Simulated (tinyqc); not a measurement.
Inside a calculation. Model: pair-potential crystal by lattice sums. Computed by tinyqc, a small Python program that keeps every step. Command: `OMP_NUM_THREADS=1 python tinyqc.py 3028821 3028822 out.jsonl pairsum walk`. One thread of a shared host (Intel(R) Xeon(R) Processor @ 2.30GHz), about 0.02 s of CPU time with the checks. Intermediate numbers are printed to about 6 digits and carried at full precision; extremes and crossings named in words are read from the listed rows.

Energy per atom E = (1/2) sum over neighbours of phi(r); d is the nearest-neighbour distance.

Inputs (values chosen for the exercise, for model atoms):
```
quantity                       value      unit
well depth eps                 0.284        eV
pair minimum r0                 2.93  angstrom
cut-off r_c/r0                  1.89         -
trial neighbour distance d/r0  0.937         -
repulsive exponent n              12         -
attractive exponent m              6         -
```

Potential: Mie n-m. Structure: bcc.

Constants: 1 eV/angstrom^3 = 160.2176634 GPa.

## Shell sums at the trial distance

phi0(r) = eps [m (r0/r)^n - n (r0/r)^m]/(n - m); shifted-force cut-off: phi(r) = phi0(r) - phi0(r_c) - (r - r_c) phi0'(r_c) for r < r_c, zero beyond. Shells (distance in units of d, count): fcc 1.0000 (12), 1.4142 (6), 1.7321 (24), 2.0000 (12), 2.2361 (24), 2.4495 (8), 2.6458 (48), 2.8284 (6), 3.0000 (36), 3.1623 (24); hcp 1.0000 (12), 1.4142 (6), 1.6330 (2), 1.7321 (18), 1.9149 (12), 2.0000 (6), 2.2361 (12), 2.3805 (12), 2.4495 (6), 2.5166 (6), 2.5820 (12), 2.6458 (24), 2.7080 (6), 2.8868 (12), 3.0000 (12), 3.1091 (24), 3.1623 (12); bcc 1.0000 (8), 1.1547 (6), 1.6330 (12), 1.9149 (24), 2.0000 (8), 2.3094 (6), 2.5166 (24), 2.5820 (24), 2.8284 (24), 3.0000 (32); sc 1.0000 (6), 1.4142 (12), 1.7321 (8), 2.0000 (6), 2.2361 (24), 2.4495 (24), 2.8284 (12), 3.0000 (30), 3.1623 (24); diamond 1.0000 (4), 1.6330 (12), 1.9149 (12), 2.3094 (6), 2.5166 (12), 2.8284 (24), 3.0000 (16). Volumes per atom in d^3: fcc 0.70711, hcp 0.70711, bcc 0.76980, sc 1.00000, diamond 1.53960; hcp has the ideal c/a. Every shell inside the cut-off is summed. List each shell within the cut-off.

Shells:
```
shell  count  r (angstrom)   phi (eV)  phi' (eV/angstrom)  phi'' (eV/angstrom^2)
1          8       2.74541  -0.170015           -0.889271                8.15698
2          6       3.17013  -0.200124            0.239191                0.23334
3         12       4.48324  -0.016285            0.041412               -0.07910
4         24       5.25706  -0.000739            0.005643               -0.02443
5          8       5.49082  -0.000018            0.000793               -0.01749
```

## Energy and virial pressure

E = (1/2) sum count x phi; P = -(1/(6 Omega)) sum count x r phi', Omega = 0.769800 d^3.

energy at the trial distance = -1.38708 eV/atom

pressure at the trial distance = 20.1276 GPa

The pressure is positive, so the lattice wants to expand.

## Equilibrium

Equilibrium: dE/dd = 0 at the lowest minimum with d between 0.78 r0 and 1.45 r0; B = d^2 E''(d)/(9 Omega). Unrelaxed vacancy: removing an atom breaks its bonds (2|E|) and placing it on the surface returns |E|, so E_v = |E|.

equilibrium distance d = 2.84330 angstrom

energy per atom = -1.48165 eV

bulk modulus B = 123.746 GPa

unrelaxed vacancy energy = 1.48165 eV

d is 3.0 % shorter than r0, because further shells pull and the first shell must push back.

## Elastic constants

At zero stress C_ijkl = (1/(2 Omega)) sum (phi'' - phi'/r) R_i R_j R_k R_l / r^2 over all neighbours, on cube axes; so C44 = C12 (Cauchy relation). C' = (C11 - C12)/2.

C11 = 102.753 GPa

C12 = C44 = 134.243 GPa

C' = -15.7449 GPa

C' is negative: the structure is unstable against a tetragonal shear.

## Ranking of structures

The formulas are those given above.

Each structure at its own equilibrium:
```
structure  neighbours  d (angstrom)  E (eV/atom)  volume (angstrom^3)  B (GPa)
fcc                12       2.89666     -1.56561              17.1861  138.725
hcp                12       2.89820     -1.56516              17.2136  138.519
bcc                 8       2.84330     -1.48165              17.6948  123.746
sc                  6       2.84095     -0.96976              22.9294   67.502
diamond             4       2.88868     -0.52002              37.1115   20.458
```

The order is fcc < hcp < bcc < sc < diamond; fcc lies 0.45 meV below hcp. fcc (-1.565609 eV) and hcp (-1.565157 eV) share two shells and differ from the third on. Pair forces reward the number of bonds: diamond reaches only 33 % of the best binding. Caution: each structure is relaxed in d alone and may be unstable against shear; the tiny fcc-hcp difference depends on the cut-off.

Checks made by the program: virial pressure against -dE/dV (relative difference 1e-08); (C11 + 2 C12)/3 against the curvature of E(d) (relative difference 1e-10).
